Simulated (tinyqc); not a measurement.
RKS/LDA (PW92) in the 6-311g basis, for H2, spin multiplicity 1, step by step. One step of it, computed by the program tinyqc.

Problem. Iteration 1: building the Kohn-Sham matrix. J_ij = sum D_kl (ij|kl); F = H + J + V_xc; E = tr D H + tr D J / 2 + E_xc + E_nn.

D at the start, lower triangle:
```
          1H 1s     1H 2s     1H 3s     2H 1s     2H 2s     2H 3s
1H 1s  0.091847
1H 2s  0.163418  0.290760
1H 3s  0.013620  0.024234  0.002020
2H 1s  0.091847  0.163418  0.013620  0.091847
2H 2s  0.163418  0.290760  0.024234  0.163418  0.290760
2H 3s  0.013620  0.024234  0.002020  0.013620  0.024234  0.002020
```

core Hamiltonian H = T + V (hartree), lower triangle:
```
           1H 1s      1H 2s      1H 3s      2H 1s      2H 2s      2H 3s
1H 1s  -0.382489
1H 2s  -0.917329  -0.970664
1H 3s  -0.622658  -0.803226  -0.780280
2H 1s  -0.385604  -0.562479  -0.492075  -0.382489
2H 2s  -0.562479  -0.754985  -0.693725  -0.917329  -0.970664
2H 3s  -0.492075  -0.693725  -0.714584  -0.622658  -0.803226  -0.780280
```

Two-electron integrals (ij|kl) in chemists' order, unique and non-zero (hartree):
```
(11|11) 1.393035   (21|11) 0.822971   (21|21) 0.509703   (22|11) 0.822904
(22|21) 0.543028   (22|22) 0.644106   (31|11) 0.411256   (31|21) 0.257757
(31|22) 0.279868   (31|31) 0.130794   (32|11) 0.543681   (32|21) 0.365771
(32|22) 0.452669   (32|31) 0.189803   (32|32) 0.325140   (33|11) 0.494021
(33|21) 0.340115   (33|22) 0.445993   (33|31) 0.178035   (33|32) 0.331779
(33|33) 0.361682   (41|11) 0.136474   (41|21) 0.088145   (41|22) 0.099877
(41|31) 0.045092   (41|32) 0.068659   (41|33) 0.065438   (41|41) 0.023882
(42|11) 0.222551   (42|21) 0.151795   (42|22) 0.190997   (42|31) 0.079063
(42|32) 0.137384   (42|33) 0.139447   (42|41) 0.045850   (42|42) 0.105690
(43|11) 0.169311   (43|21) 0.116867   (43|22) 0.151647   (43|31) 0.061158
(43|32) 0.110971   (43|33) 0.115791   (43|41) 0.035589   (43|42) 0.087105
(43|43) 0.073693   (44|11) 0.573042   (44|21) 0.400798   (44|22) 0.533284
(44|31) 0.210719   (44|32) 0.393463   (44|33) 0.413267   (44|41) 0.136474
(44|42) 0.359304   (44|43) 0.307070   (44|44) 1.393035   (51|11) 0.359304
(51|21) 0.224852   (51|22) 0.243476   (51|31) 0.114043   (51|32) 0.164943
(51|33) 0.154491   (51|41) 0.045850   (51|42) 0.081656   (51|43) 0.062964
(51|44) 0.222551   (51|51) 0.105690   (52|11) 0.443350   (52|21) 0.297093
(52|22) 0.364033   (52|31) 0.153933   (52|32) 0.259949   (52|33) 0.262509
(52|41) 0.068906   (52|42) 0.145758   (52|43) 0.118933   (52|44) 0.443350
(52|51) 0.145758   (52|52) 0.241082   (53|11) 0.352046   (53|21) 0.240904
(53|22) 0.310473   (53|31) 0.125795   (53|32) 0.228194   (53|33) 0.242437
(53|41) 0.057765   (53|42) 0.132093   (53|43) 0.111628   (53|44) 0.420472
(53|51) 0.119515   (53|52) 0.215020   (53|53) 0.202976   (54|11) 0.400798
(54|21) 0.278795   (54|22) 0.368137   (54|31) 0.146316   (54|32) 0.271669
(54|33) 0.286883   (54|41) 0.088145   (54|42) 0.224852   (54|43) 0.192691
(54|44) 0.822971   (54|51) 0.151795   (54|52) 0.297093   (54|53) 0.283437
(54|54) 0.509703   (55|11) 0.533284   (55|21) 0.368137   (55|22) 0.483151
(55|31) 0.192821   (55|32) 0.358110   (55|33) 0.384832   (55|41) 0.099877
(55|42) 0.243476   (55|43) 0.209633   (55|44) 0.822904   (55|51) 0.190997
(55|52) 0.364033   (55|53) 0.352387   (55|54) 0.543028   (55|55) 0.644106
(61|11) 0.307070   (61|21) 0.192691   (61|22) 0.209633   (61|31) 0.097812
(61|32) 0.142275   (61|33) 0.133581   (61|41) 0.035589   (61|42) 0.062964
(61|43) 0.048702   (61|44) 0.169311   (61|51) 0.087105   (61|52) 0.118933
(61|53) 0.097464   (61|54) 0.116867   (61|55) 0.151647   (61|61) 0.073693
(62|11) 0.420472   (62|21) 0.283437   (62|22) 0.352387   (62|31) 0.147184
(62|32) 0.253751   (62|33) 0.260054   (62|41) 0.057765   (62|42) 0.119515
(62|43) 0.097464   (62|44) 0.352046   (62|51) 0.132093   (62|52) 0.215020
(62|53) 0.191725   (62|54) 0.240904   (62|55) 0.310473   (62|61) 0.111628
(62|62) 0.202976   (63|11) 0.403577   (63|21) 0.278494   (63|22) 0.367498
(63|31) 0.145912   (63|32) 0.274544   (63|33) 0.301954   (63|41) 0.058707
(63|42) 0.131247   (63|43) 0.110939   (63|44) 0.403577   (63|51) 0.131247
(63|52) 0.233692   (63|53) 0.222412   (63|54) 0.278494   (63|55) 0.367498
(63|61) 0.110939   (63|62) 0.222412   (63|63) 0.265310   (64|11) 0.210719
(64|21) 0.146316   (64|22) 0.192821   (64|31) 0.076750   (64|32) 0.142344
(64|33) 0.150662   (64|41) 0.045092   (64|42) 0.114043   (64|43) 0.097812
(64|44) 0.411256   (64|51) 0.079063   (64|52) 0.153933   (64|53) 0.147184
(64|54) 0.257757   (64|55) 0.279868   (64|61) 0.061158   (64|62) 0.125795
(64|63) 0.145912   (64|64) 0.130794   (65|11) 0.393463   (65|21) 0.271669
(65|22) 0.358110   (65|31) 0.142344   (65|32) 0.266823   (65|33) 0.290738
(65|41) 0.068659   (65|42) 0.164943   (65|43) 0.142275   (65|44) 0.543681
(65|51) 0.137384   (65|52) 0.259949   (65|53) 0.253751   (65|54) 0.365771
(65|55) 0.452669   (65|61) 0.110971   (65|62) 0.228194   (65|63) 0.274544
(65|64) 0.189803   (65|65) 0.325140   (66|11) 0.413267   (66|21) 0.286883
(66|22) 0.384832   (66|31) 0.150662   (66|32) 0.290738   (66|33) 0.327556
(66|41) 0.065438   (66|42) 0.154491   (66|43) 0.133581   (66|44) 0.494021
(66|51) 0.139447   (66|52) 0.262509   (66|53) 0.260054   (66|54) 0.340115
(66|55) 0.445993   (66|61) 0.115791   (66|62) 0.242437   (66|63) 0.301954
(66|64) 0.178035   (66|65) 0.331779   (66|66) 0.361682
```

nuclear repulsion = 0.57581851 hartree

V_xc (hartree), lower triangle:
```
           1H 1s      1H 2s      1H 3s      2H 1s      2H 2s      2H 3s
1H 1s  -0.576473
1H 2s  -0.358434  -0.383310
1H 3s  -0.181640  -0.253355  -0.211908
2H 1s  -0.080905  -0.171154  -0.139405  -0.576473
2H 2s  -0.171154  -0.253854  -0.211581  -0.358434  -0.383310
2H 3s  -0.139405  -0.211581  -0.192704  -0.181640  -0.253355  -0.211908
```

E_xc = sum of w rho eps_xc = -0.69015296 hartree

Give: Coulomb J; Kohn-Sham matrix F; total energy of this density.

Solution.

Coulomb J (hartree), lower triangle:
```
        1H 1s   1H 2s   1H 3s   2H 1s   2H 2s   2H 3s
1H 1s  1.5642
1H 2s  1.0252  1.2195
1H 3s  0.5281  0.8631  0.8635
2H 1s  0.2323  0.4946  0.4057  1.5642
2H 2s  0.4946  0.7984  0.7105  1.0252  1.2195
2H 3s  0.4057  0.7105  0.7668  0.5281  0.8631  0.8635
```

Kohn-Sham matrix F (hartree), lower triangle:
```
         1H 1s    1H 2s    1H 3s    2H 1s    2H 2s    2H 3s
1H 1s   0.6052
1H 2s  -0.2505  -0.1345
1H 3s  -0.2762  -0.1935  -0.1287
2H 1s  -0.2342  -0.2390  -0.2257   0.6052
2H 2s  -0.2390  -0.2105  -0.1948  -0.2505  -0.1345
2H 3s  -0.2257  -0.1948  -0.1405  -0.2762  -0.1935  -0.1287
```

total energy of this density = -1.084662 hartree
